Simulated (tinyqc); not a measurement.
Inside a calculation. Model: composition and strain of an epitaxial Si(1-x)Ge(x) layer from Raman and X-ray peaks. Computed by tinyqc, a small Python program that keeps every step. Command: `OMP_NUM_THREADS=1 python tinyqc.py 3013069 3013070 out.jsonl epiraman walk`. One thread of a shared host (Intel(R) Xeon(R) Processor @ 2.30GHz), about 0.01 s of CPU time with the checks. Intermediate numbers are printed to about 5 digits and carried at full precision; extremes and crossings named in words are read from the listed rows.

A (001) layer, biaxially strained in the plane. The Raman peaks follow empirical lines omega = w0 + c1 x + c3 x^3 + b eps (c3 for Si-Ge alone), with eps the in-plane strain.

Inputs (values chosen for the exercise, modelled on silicon-germanium):
```
quantity                        value      unit
Ge fraction x                     0.2         -
degree of relaxation R           0.48         -
lattice constant of Si          5.431  angstrom
lattice constant of Ge          5.658  angstrom
bowing B                        0.028  angstrom
2 C12/C11 of Si                  0.77         -
2 C12/C11 of Ge                 0.759         -
Si-Si: w0                       520.5      1/cm
Si-Si: c1                         -67      1/cm
Si-Si: strain coefficient b      -696      1/cm
Si-Ge: w0                       400.1      1/cm
Si-Ge: c1                        25.7      1/cm
Si-Ge: c3                       -34.2      1/cm
Si-Ge: strain coefficient b      -600      1/cm
Ge-Ge: w0                       280.3      1/cm
Ge-Ge: c1                        20.2      1/cm
Ge-Ge: strain coefficient b      -475      1/cm
uncertainty of a Raman peak       0.2      1/cm
X-ray wavelength             1.540598  angstrom
```

Substrate: silicon. Pair of peaks used: Si-Si and Ge-Ge.

## Lattice constants and strain

Relaxed lattice constant a(x) = a_Si + (a_Ge - a_Si) x - B x (1 - x). In-plane constant a_par = a_sub + R (a(x) - a_sub); eps = a_par/a(x) - 1; eps_perp = -(2 C12/C11) eps with 2 C12/C11 linear in x; a_perp = a(x) (1 + eps_perp).

relaxed constant a(x) = 5.47192 angstrom

substrate constant a_sub = 5.431 angstrom

a_par = 5.4506 angstrom

in-plane strain eps = -3.8887 per mille

strain along the normal = 2.9857 per mille

a_perp = 5.4883 angstrom

The layer is under compression in the plane and is stretched along the normal.

## Raman peaks

Insert x and eps in the three lines; the strain part is b eps.

Si-Si peak = 509.81 1/cm

Si-Ge peak = 407.30 1/cm

Ge-Ge peak = 286.19 1/cm

strain parts (1/cm): Si-Si 2.7065, Si-Ge 2.3332, Ge-Ge 1.8471

Read as unstrained, the Si-Si peak would give x = 0.160 in place of 0.2.

## X-ray (004) reflection

Bragg angle theta = arcsin(2 lambda/a) for (004), for the substrate with a_sub and the layer with a_perp; separation in arc seconds.

theta of the substrate = 34.565 degree

theta of the layer = 34.154 degree

separation, layer less substrate = -1478.9 arcsec

## Back from two peaks to composition and strain

Unknowns x and eps (per mille). Newton steps: J d = (measured - model), J = [d omega/dx, d omega/d eps] for the two peaks; start at x = 0.5, eps = 0; stop when |d| < 1e-9. The peaks are rounded to 0.001 per cm; R = (a(x)(1 + eps) - a_sub)/(a(x) - a_sub).

peaks used (1/cm): Si-Si 509.807, Ge-Ge 286.187

Iterations:
```
step        x  eps (per mille)  residual 1 (1/cm)  residual 2 (1/cm)
0     0.50000           0.0000             22.807             -4.213
1     0.19999          -3.8887              0.000              0.000
```

recovered x = 0.19999

recovered eps = -3.8887 per mille

recovered R = 0.48

## Which pair of peaks is best

For each pair invert J = [d omega/dx, d omega/d eps] at the true x. Independent errors of the given size in both peaks give sigma_x and sigma_eps = uncertainty x (norm of the rows of the inverse of J).

Error propagation:
```
pair               det J    sigma_x  sigma_eps (per mille)
Si-Si and Si-Ge   55.231  0.0033276                0.25491
Si-Si and Ge-Ge  45.8842  0.0036729                0.30502
Si-Ge and Ge-Ge   1.8619   0.082202                 3.1764
```

The pair Si-Si and Si-Ge fixes x best (sigma_x = 0.0033) and Si-Ge and Ge-Ge worst (0.082), a factor 25. Strain moves all peaks the same way, so a good pair needs different ratios of composition slope to strain coefficient, best of opposite sign; the slopes here are -67, 21.6 and 20.2 per cm for Si-Si, Si-Ge and Ge-Ge. Errors in the coefficients themselves are not counted.

## Relaxation at fixed composition

(004) Bragg angle theta = arcsin(2 lambda/a), with a = a_perp for the layer and a_sub for the substrate; separation = layer less substrate. The apparent x is the one that a fully strained layer (R = 0) would need to give the same a_perp.

Signatures; columns: (1) R; (2) eps (per mille); (3) Si-Si (1/cm); (4) Ge-Ge (1/cm); (5) a_perp (angstrom); (6) (004) separation (arcsec); (7) apparent x if R = 0 is assumed:
```
(1)       (2)     (3)     (4)     (5)      (6)      (7)
0.00  -7.4782  512.30  287.89  5.5033  -1862.1  0.20000
0.15  -6.3565  511.52  287.36  5.4986  -1742.6  0.18728
0.30  -5.2347  510.74  286.83  5.4939  -1622.9  0.17452
0.50  -3.7391  509.70  286.12  5.4876  -1462.9  0.15744
0.70  -2.2435  508.66  285.41  5.4813  -1302.4  0.14029
0.85  -1.1217  507.88  284.87  5.4766  -1181.7  0.12737
1.00   0.0000  507.10  284.34  5.4719  -1060.8  0.11441
```

Full relaxation moves the Si-Si peak by -5.20 per cm and shrinks the X-ray separation to 57 % of its strained value, about 1/(1 + 2 C12/C11). A symmetric reflection alone cannot part x from R: a relaxed layer read as strained gives x = 0.114 in place of 0.2. An asymmetric reflection or a second peak is needed.

Checks made by the program: recovered composition (relative difference 3e-05).
